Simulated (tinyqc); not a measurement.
Inside a calculation. Model: stress in a transistor channel from embedded alloy regions, liners and fins, by half-space elasticity. Computed by tinyqc, a small Python program that keeps every step. Command: `OMP_NUM_THREADS=1 python tinyqc.py 3023358 3023359 out.jsonl stressor walk`. One thread of a shared host (Intel(R) Xeon(R) Processor @ 2.30GHz), about 0.01 s of CPU time with the checks. Intermediate numbers are printed to about 5 digits and carried at full precision; extremes and crossings named in words are read from the listed rows.

Plane strain in an isotropic half-space, the same constants everywhere; x along the channel from its centre, y downwards from the free surface; stress is positive in tension.

Inputs (values chosen for the exercise, modelled on silicon):
```
quantity                                   value      unit
alloy fraction x                            0.02         -
lattice change per unit x, beta           -0.436         -
Young's modulus E                            168       GPa
Poisson ratio nu                            0.23         -
channel length L                              52        nm
length of each stressor S                     45        nm
recess depth d                                50        nm
depth of the field point y                   2.2        nm
liner stress                                 2.8       GPa
liner thickness t                             30        nm
length of a cut fin or stripe                580        nm
height of the strained layer h                46        nm
longitudinal piezoresistance coefficient   -30.9  1e-11/Pa
vertical piezoresistance coefficient        55.5  1e-11/Pa
```

Stressor: Si(1-x)C(x) source and drain.

## Misfit and the pressure on the side walls

Misfit e = beta x. A fully constrained inclusion holds the stress -p with p = E e/(1 - 2 nu); a blanket film would hold -E e/(1 - nu) in the plane.

misfit e = -0.00872

p = -2.7129 GPa

stress of a blanket film = 1.9025 GPa

## Stress at the centre of the channel

A line element dA of misfit at (a, c) in the half-space gives, with C = E e/(2 pi (1 - nu)), X = x - a, r1^2 = X^2 + (y - c)^2, r2^2 = X^2 + Y^2, Y = y + c: s_xx = -C dA {[X^2 - (y - c)^2]/r1^4 + 3 [X^2 - Y^2]/r2^4 + 4 y Y (Y^2 - 3 X^2)/r2^6}, s_yy = C dA {[X^2 - (y - c)^2]/r1^4 - [X^2 - Y^2]/r2^4 + 4 y Y (Y^2 - 3 X^2)/r2^6}. These are integrated over two rectangles, L/2 < |a| < L/2 + S, 0 < c < d (closed form in a, 200 Gauss-Legendre points in c).

s_xx = 1020.2 MPa

s_yy = 0.27687 MPa

s_xx over the blanket-film stress = 0.53624

The channel is stretched along its length; s_yy is 2.7e-4 of s_xx in size and vanishes at the surface.

## Closed form at the surface

At x = y = 0 the integral is s_xx = -(4/pi) [E e/(1 - nu)] [arctan(2 d/L) - arctan(d/(L/2 + S))].

s_xx at the surface = 1157.2 MPa

For fixed L and S it is largest at d = sqrt((L/2)(L/2 + S)) = 43.0 nm; d is beyond that.

## A stressed liner, as two edge forces

The liner over source and drain ends at the gate, x = -/+ L/2, and pulls there with the force per width F = (liner stress) t along the surface. A tangential line force gives s_xx = (2 F/pi) X^3/(X^2 + y^2)^2 at the distance X; two of them add at the centre, X = L/2. For L > 3.5 y the concentrated force is an upper bound.

edge force F = 84 N/m

s_xx from the liner = 4055.3 MPa

Caution: the real force is spread over several liner thicknesses, so for a channel this short the concentrated force clearly overstates the stress.

## Mobility change, linear estimate

d mu/mu = -(pi_L s_xx + pi_z s_yy) for the embedded regions alone; the stress across the width is left out.

mobility change = 31.509 %

The vertical stress supplies -0.015 of these points. Caution: beyond a few hundred MPa bulk piezoresistance coefficients no longer describe an inversion layer well.

## Relaxation at the ends of a cut stripe

Shear-lag estimate for a stripe of length l and height h on a like substrate: the stress along it is s(x)/s_film = 1 - cosh(x/lam)/cosh(l/(2 lam)), lam = (pi/2) g h with g = 1.258; mean = 1 - (2 lam/l) tanh(l/(2 lam)).

transfer length lam = 90.899 nm

share kept at the centre = 0.91783

share kept on average = 0.68762

The stripe is long enough to keep its strain at the centre.

## Along the channel and with depth

The formulas are those given above.

Stress (MPa):
```
2x/L  s_xx at y  s_yy at y  s_xx at d/2  s_xx at 1.5 d
0.0      1020.2      0.277       209.83        -144.10
0.2      1016.0      0.103       216.62        -147.42
0.4       998.4     -0.617       240.09        -157.55
0.6       945.3     -3.326       287.63        -174.71
0.8       763.8    -25.030       364.26        -198.15
```

Near the surface s_xx changes by -25 % from the centre to 2x/L = 0.8. At the centre, s_xx at half the recess depth is 0.21 of its value at y, and below the recess -0.14. An element acts with the sign of X^2 - (y - c)^2, so its direct term reverses where the offset in depth exceeds the lateral distance, and the image terms that amplify the stress near the surface fade with depth.

## Shrinking the pitch

L and S are scaled together at fixed d, then S alone, then L alone.

S_xx at the centre (MPa):
```
scale  L and S scaled  S alone  L alone
0.35            308.3    438.1   1062.5
0.50            603.3    599.6   1128.1
0.70            847.4    788.2   1113.9
1.00           1020.2   1020.2   1020.2
1.40           1065.1   1255.6    867.3
2.00            988.1   1502.1    663.1
3.00            802.7   1753.9    431.1
```

Halving S alone keeps 0.59 of the stress, halving L alone gives 1.11, and halving both 0.59: a shorter channel brings the walls closer, a shorter stressor brings its far wall, which pulls the other way, closer too. Neighbouring devices are left out.

Checks made by the program: surface stress against its closed form; zero normal stress at the surface (relative difference below 1e-10).
